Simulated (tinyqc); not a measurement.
Nucleation and growth of vacancy voids in a cooling silicon-like crystal. Inputs raised by 10 %, one at a time. Computed by tinyqc, a small Python program. Command: `OMP_NUM_THREADS=1 python tinyqc.py 3010033 3010034 out.jsonl voids sens`. One thread of a shared host (Intel(R) Xeon(R) Processor @ 2.30GHz), about 0.1 s of CPU time with the checks.

Spherical voids; vacancies are lost only to voids.

Inputs (values chosen for the exercise, for a model crystal):
```
quantity                                    value    unit
vacancy density at the melting point C_m  5.3e+14  1/cm^3
formation energy E_f                         3.86      eV
melting point T_m                            1685       K
diffusion prefactor D0                     0.0014  cm^2/s
migration energy E_m                         0.42      eV
site density rho                            5e+22  1/cm^3
void surface energy gamma                   0.839   J/m^2
cooling rate q                                1.3   K/min
ratio (V/G)/xi_c                             1.61       -
limit of the excess at high V/G           1.3e+14  1/cm^3
temperature of the worked step T             1360       K
temperature step                             0.25       K
```

Vacancy supply: from V/G.

Constants: k_B = 8.617333262e-05 eV/K; k_B = 1.380649e-23 J/K; e = 1.602176634e-19 C.

Method:
- C = C_x (u - 1)/(u + 0.2) with u = (V/G)/xi_c, a form chosen for the exercise.
- C_e = C_m exp[-(E_f/k_B)(1/T - 1/T_m)]; D = D0 exp(-E_m/(k_B T)); f = k_B T ln(C/C_e); r* = 2 gamma/(rho f); W* = 16 pi gamma^3/(3 rho^2 f^2); Z = f/sqrt(12 pi W* k_B T); I = rho Z (4 pi r* D C) exp(-W*/(k_B T)).
- March down from 1500 K in steps dT, dt = dT/q, with values at the upper end of each step: a class of I dt voids is born with r*; then all classes grow by r^2 += 2 D (C - C_e) dt/rho; C falls by the vacancies added to voids. Stop at 1150 K. T_n is the T of the largest I, N the final count (classes under 1e-6 /cm^3 are dropped), and the mean radius the number average.

Runs:
```
input moved                                           from        to  void density N (1/cm^3)  mean radius (nm)  rate I (1/(cm^3 s))  W*/(k_B T)
base run                                                 -         -                6.323e+05             68.72            1.828e+07       40.13
vacancy density at the melting point C_m (1/cm^3)  5.3e+14  5.83e+14                6.479e+05             68.15            2.276e+06       42.19
formation energy E_f (eV)                             3.86     4.246                6.503e+05             68.09            8.064e+11       29.59
diffusion prefactor D0 (cm^2/s)                     0.0014   0.00154                5.494e+05             72.02            2.010e+07       40.13
void surface energy gamma (J/m^2)                    0.839    0.9229                6.365e+05             68.46            2.964e+01       53.42
cooling rate q (K/min)                                 1.3      1.43                7.277e+05             65.57            1.828e+07       40.13
ratio (V/G)/xi_c                                      1.61     1.771                5.662e+05             74.93            4.119e+08       37.21
limit of the excess at high V/G (1/cm^3)           1.3e+14  1.43e+14                5.892e+05             72.63            1.392e+08       38.22
```

Exponents ln(y'/y) / ln(x'/x):
```
input                                     void density N  mean radius    rate I  W*/(k_B T)
vacancy density at the melting point C_m           0.257       -0.086   -21.855       0.525
formation energy E_f                               0.295       -0.096   112.211      -3.197
diffusion prefactor D0                            -1.475        0.492     1.000       0.000
void surface energy gamma                          0.070       -0.039  -139.880       3.000
cooling rate q                                     1.474       -0.492     0.000       0.000
ratio (V/G)/xi_c                                  -1.159        0.909    32.685      -0.795
limit of the excess at high V/G                   -0.741        0.581    21.306      -0.512
```

Which inputs matter most for each result?

Among the inputs moved here: void density N answers most in size to diffusion prefactor D0 (exponent -1.475), and about equally to cooling rate q (+1.474). Its exponent -1.475 in diffusion prefactor D0: only q/D matters. Its exponent +1.474 in cooling rate q: the scaling law of burst nucleation. Mean radius answers most in size to ratio (V/G)/xi_c (exponent +0.909), next to limit of the excess at high V/G (+0.581). Its exponent +0.492 in diffusion prefactor D0: only q/D matters. Its exponent -0.492 in cooling rate q: fixed volume shared among q^(3/2) voids. Rate I answers most in size to void surface energy gamma (exponent -139.880), next to formation energy E_f (+112.211); its exponent is below 0.0005 for cooling rate q. W*/(k_B T) answers most in size to formation energy E_f (exponent -3.197), next to void surface energy gamma (+3.000); its exponent is below 0.0005 for diffusion prefactor D0, cooling rate q.

Caution (rows formation energy E_f): at such a rate voids would have used up the initial excess before the crystal cooled to this T.
